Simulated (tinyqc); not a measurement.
As the film thickens, and with more bath resistance: electroplating on a thin resistive seed layer: kinetics, Wagner number and the terminal effect across a wafer. Computed by tinyqc, a small Python program. Command: `OMP_NUM_THREADS=1 python tinyqc.py 3120364 3120365 out.jsonl terminal walk`. One thread of a shared host (Intel(R) Xeon(R) Processor @ 2.30GHz), about 0.02 s of CPU time with the checks.

Current enters the seed at the rim. The bath is treated as a local resistance per area (no lateral flow in the liquid), two electrons per ion, molar volume 7.11 cm^3/mol, Faraday constant F = e N_A, kinematic viscosity 0.01 cm^2/s, omega = 2 pi x rpm/60; k_B T/e is in volts.

Inputs (values chosen for the exercise, of the order of those for copper plating on a thin cobalt or ruthenium seed):
```
quantity                             value         unit
wafer radius R                          15           cm
seed thickness t                        21           nm
seed resistivity                       7.1  microohm cm
bath conductivity kappa               0.08         S/cm
gap to the anode h                     3.9           cm
extra resistance of a porous plate       0     ohm cm^2
exchange current density i_0         0.066      mA/cm^2
cathodic transfer coefficient alpha   0.77            -
mean current density                   5.8      mA/cm^2
diffusivity of the metal ion         7e-06       cm^2/s
metal ion concentration                0.7        mol/L
rotation rate                          200          rpm
temperature T                          298            K
```

Constants: e = 1.602176634e-19 C; N_A = 6.02214076e+23 1/mol; k_B = 8.617333262e-05 eV/K.

Method:
- Growth rate = i V_m/(2 F). Levich limit i_L = 0.62 x 2 F D^(2/3) omega^(1/2) nu^(-1/6) c. Tafel overpotential eta = (k_B T/(alpha e)) ln(i/i_0); kinetic resistance k_B T/(alpha e i); bath resistance h/kappa + plate; R_s = resistivity/t; Wagner number = kinetic resistance x kappa/R.
- Full model: seed potential phi(r) with (1/r)(r phi')' = R_s i, where i solves phi = R_b i + (k_B T/(alpha e)) ln(i/i_0) (phi being the driving voltage left at r); phi'(0) = 0 and phi'(R) = R_s i_mean R/2. Solved by collocation to a tolerance of 1e-7.
- The film is taken as uniform, with the seed resistivity; the last column adds 100 ohm cm^2 to R_b. Extra power of that plate = i^2 x 100 ohm cm^2 x area.

sheet resistance R_s = 3.38095 ohm/square

bath resistance R_b = 48.75 ohm cm^2

Edge over centre:
```
thickness (nm)  R_s (ohm/square)  as given  with 100 ohm cm^2 more
21.0                      3.3810    8.2581                  2.6569
31.5                      2.2540    4.9002                  2.0027
42.0                      1.6905    3.5996                  1.7159
63.0                      1.1270    2.5292                  1.4541
105.0                     0.6762    1.8256                  1.2617
210.0                     0.3381    1.3801                  1.1269
420.0                     0.1690    1.1822                  1.0625
```

extra power = 2.3779 W

What follows from these numbers?

The ratio falls below 1.1 in none of these rows as given, and from 420 nm on with the added resistance: what counts is R_s R^2 against the sum of kinetic and bath resistance.
